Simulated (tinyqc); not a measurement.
Long-channel MOSFET, surface-potential model: one step of the calculation.

n-channel transistor on a uniformly doped p-type body, gradual-channel approximation, constant mobility, Boltzmann statistics, full ionisation. Potentials are counted from the neutral body; V is the electron quasi-Fermi potential, Vsb at the source and Vsb + Vds at the drain. Charges are magnitudes per area.

Task. Inversion charge along the channel. The surface potential psi at channel potential V solves Vgs + Vsb - Vfb - psi = gamma sqrt(G), G = psi - Vt + Vt exp((psi - 2 phiF - V)/Vt). Charge sheet: Qi = Cox gamma [sqrt(G) - sqrt(psi - Vt)]. Pao-Sah: Qi = (Cox gamma/2) integral from 3 Vt to psi of exp((u - 2 phiF - V)/Vt)/sqrt(G(u, V)) du.

Values chosen for this exercise; material values close to those of gallium arsenide: temperature T = 300 K; flat-band voltage Vfb = -0.79 V; source-body reverse bias Vsb = 1 V; gate-source voltage Vgs = 0.54 V.

Constants: q = 1.602176634e-19 C, kB = 1.380649e-23 J/K, Vt = kB T/q. Results are converted to the units shown.

```
point,V (V)
0,1
1,1.02
2,1.04
3,1.06
4,1.08
5,1.1
6,1.12
7,1.14
8,1.16
9,1.18
10,1.2
```

phiF = 0.56969316 V
Cox = 0.83433693 uF/cm^2
gamma = 0.061047966 V^0.5

Find: psi; Qi, charge sheet; Qi, Pao-Sah.

Result.

```
point,psi (V),"Qi, charge sheet (nC/cm^2)","Qi, Pao-Sah (nC/cm^2)"
0,2.226,11.57,11.64
1,2.231,6.816,6.856
2,2.235,3.694,3.716
3,2.237,1.872,1.883
4,2.238,0.9079,0.9133
5,2.239,0.4293,0.4319
6,2.239,0.2004,0.2016
7,2.239,0.09298,0.09353
8,2.239,0.04301,0.04326
9,2.239,0.01986,0.01998
10,2.239,0.009169,0.009223
```

At the source the charge-sheet charge is 0.57 % below the Pao-Sah one.

tinyqc, about 0.03 s, one thread, Intel Xeon 2.30GHz (shared host): `OMP_NUM_THREADS=1 python tinyqc.py 2360029 2360030 out.jsonl`
